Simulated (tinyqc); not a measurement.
What moves the results: heavy doping: gap narrowing, degeneracy and the minority density. A value that a table varies takes the place of the one given here.

F_j(eta) = (1/Gamma(j + 1)) integral_0^infinity x^j dx/(1 + exp(x - eta)), which tends to exp(eta) for eta << 0.

Empirical narrowing (Slotboom form, constants chosen for the exercise; published fits of this form give the apparent narrowing, here it is taken as the true one): dEg = E0 [ln(N/N0) + sqrt(ln(N/N0)^2 + C)].

Majority: N = Nv F_1/2(eta), eta the distance of EF beyond the majority band edge in kT. Degeneracy factor gam = F_1/2(eta)/exp(eta). ni0^2 = Nc Nv exp(-Eg/kT); product n p = ni0^2 gam exp(dEg/kT), dEg the true narrowing; apparent narrowing dEa = dEg + kT ln gam; minority density = n p/N.

Bipolar transistor with N as emitter doping: beta = K (N/NB) exp((dEa_B + dG - dEa_E)/kT), dEa_E = dEg(N) + kT ln gam, dEa_B = dEg(NB). For the sweep in T, Nv is scaled as (T/T0)^(3/2) from its value at T0 = T.

Constants: kB = 8.617333262e-05 eV/K.

Parameters, chosen for this exercise (gap and densities of states near those of InP at this temperature; narrowing constants of the size fitted for Si, not for this material; shifted at random, so the results belong to these values and not to a real crystal):
- Eg = 1.283 eV (gap)
- Nc = 1.11e+18 1/cm^3 (conduction-band density of states)
- Nv = 2.36e+19 1/cm^3 (valence-band density of states)
- T = 450 K
- E0 = 8.61 meV (narrowing scale)
- N0 = 1.6e+17 1/cm^3 (onset density)
- C = 0.5 (smoothing constant)
- N = 1e+19 1/cm^3 (ionised acceptors, equal to the majority density)
- NB = 4e+17 1/cm^3 (base doping)
- K = 1.5 (ratio (D_B W_E)/(D_E W_B))
- dG = 0 meV (extra narrowing of the base by alloying)

## Narrowing against degeneracy

N takes the values listed; the last column is N over the factor gam exp(dEg/kT), the doping that a simple model would need to give the same minority density.

Results:
```
N (1/cm^3)    eta      gam  dEg (meV)  dEa (meV)  minority (1/cm^3)  effective doping (1/cm^3)
7.0e+16     -5.82    0.999        2.2        2.2           1.69e+06                   6.61e+16
2.0e+17     -4.77    0.997        8.3        8.2           6.92e+05                   1.62e+17
7.0e+17     -3.51    0.990       26.8       26.4           3.16e+05                   3.54e+17
2.0e+18     -2.44    0.971       44.3       43.2           1.70e+05                   6.57e+17
7.0e+18     -1.11    0.901       65.6       61.6           7.83e+04                   1.43e+18
2.0e+19      0.13    0.744       83.6       72.1           3.60e+04                   3.12e+18
7.0e+19      2.10    0.365      105.1       66.0           8.77e+03                   1.28e+19
2.0e+20      4.85   0.0664      123.1       17.9                889                   1.26e+20
5.0e+20      9.17  0.00221      138.8      -98.2               17.8                   6.29e+21
```

What does this show?

dEg grows steadily to 138.8 meV, while the apparent value peaks at 72.1 meV for N = 2e+19 and falls to -98.2 meV as the Fermi level enters the band. N grows by a factor 29 from the third to the sixth row and the effective doping by 8.8.

## Current gain against temperature

Gain:
```
T (K)  beta  beta with dG = 0  without narrowing
150    1.24              1.24               37.5
200    2.70              2.70               37.5
250    4.40              4.40               37.5
300    6.13              6.13               37.5
350    7.81              7.81               37.5
400    9.38              9.38               37.5
450    10.8              10.8               37.5
```

dEa_B + dG - dEa_E at T0 = -48.1 meV

What does this show, and why?

beta is 1.24 at 150 K and 10.8 at 450 K, since the net exponent is negative: the emitter has the larger apparent narrowing. At 300 K narrowing and degeneracy change the gain by a factor 0.163.

## What moves the minority density and the gain

All results formed anew. Each row changes one parameter from the base and keeps the others.

Results:
```
case                  dEg (meV)  dEa (meV)  minority (1/cm^3)  beta
base                      71.72      65.95           6.14e+04  10.8
N = 2e+19 1/cm^3          83.59      72.10           3.60e+04  18.5
E0 = 10.332 meV           86.07      80.29           8.88e+04  8.22
N0 = 3.2e+17 1/cm^3       59.89      54.12           4.52e+04  11.5
Eg = 1.303 eV             71.72      65.95           3.66e+04  10.8
Nv = 3.07e+19 1/cm^3      71.72      67.28           8.26e+04  10.5
NB = 8e+17 1/cm^3         71.72      65.95           6.14e+04  7.23
```

How do the results move?

The largest shifts from the base row, up to three for each result and ties (the steps differ in size, so this ranks the rows, not the parameters). dEg (meV): E0 +14.34, N +11.86, N0 -11.83; unchanged at the printed digits by Eg, Nv and NB. dEa (meV): E0 +14.34, N0 -11.83, N +6.15; unchanged at the printed digits by Eg and NB. minority (1/cm^3): E0 +2.75e+04, N -2.54e+04, Eg -2.47e+04; unchanged at the printed digits by NB. beta: N +7.67, NB -3.62, E0 -2.63; unchanged at the printed digits by Eg.

tinyqc: `OMP_NUM_THREADS=1 python tinyqc.py 1651032 1651033 out.jsonl`; about 0.01 s, one thread, shared Intel(R) Xeon(R) Processor @ 2.30GHz.
